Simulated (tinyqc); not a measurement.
The network against temperature: hopping conduction between localised states. Computed by tinyqc, a small Python program. Command: `OMP_NUM_THREADS=1 python tinyqc.py 3008302 3008303 out.jsonl hop walk`. One thread of a shared host (Intel(R) Xeon(R) Processor @ 2.30GHz), about 0.01 s of CPU time with the checks.

Energies are counted from the Fermi level. A small network shows the mechanism; the laws of an infinite system follow.

Inputs (values chosen for the exercise, for a model impurity band): localisation length xi = 1.1 nm; temperature T = 42 K.

Dimension: 3D.

sites of the small network (nm, nm, meV), columns x, y, energy:
$$\begin{pmatrix}
0 & 0.41 & -0.44 \\
1.19 & 1 & 8.02 \\
2.1 & 1.41 & -16.29 \\
2.79 & 0.28 & -1.95 \\
3.86 & 1.9 & -13.28 \\
5.06 & 1.46 & 19.18 \\
5.48 & 0.06 & -8.05 \\
6.7 & 0.27 & -1.99
\end{pmatrix}$$

Constants: k_B = 8.617333262e-05 eV/K.

Method:
- Miller-Abrahams exponent s_ij = 2 r_ij/xi + (|E_i| + |E_j| + |E_i - E_j|)/(2 k_B T); G_ij = G_0 exp(-s_ij).
- Site 1 is held at potential 1 and site 8 at 0; Kirchhoff's law sum_j G_ij (u_i - u_j) = 0 fixes the others; G = sum_j G_1j (1 - u_j).
- Critical exponent s_c: the smallest value such that bonds with s_ij <= s_c connect site 1 with site 8.
- The last column is the length of the critical bond.

Network:
```
T (K)  -ln(G/G_0)     s_c  critical hop (nm)
13         8.9639  8.8855             3.9100
19         8.2578  8.3245             3.9100
29         7.4450  7.9054             3.9100
42         6.7120  7.1314             2.6990
63         5.9638  6.3900             2.6990
100        5.2386  5.8414             2.6990
210        4.4309  4.2219             1.8269
630        3.8791  3.6218             1.8269
```

What follows from these numbers?

-ln(G/G_0) follows s_c within 0.7. The critical hop is 3.91 nm long at the lowest T and 1.83 nm at the highest: on cooling the carrier goes farther to find a site of nearer energy, which is variable-range hopping.

Extremes, crossings and ranges named in words are read from the listed rows.
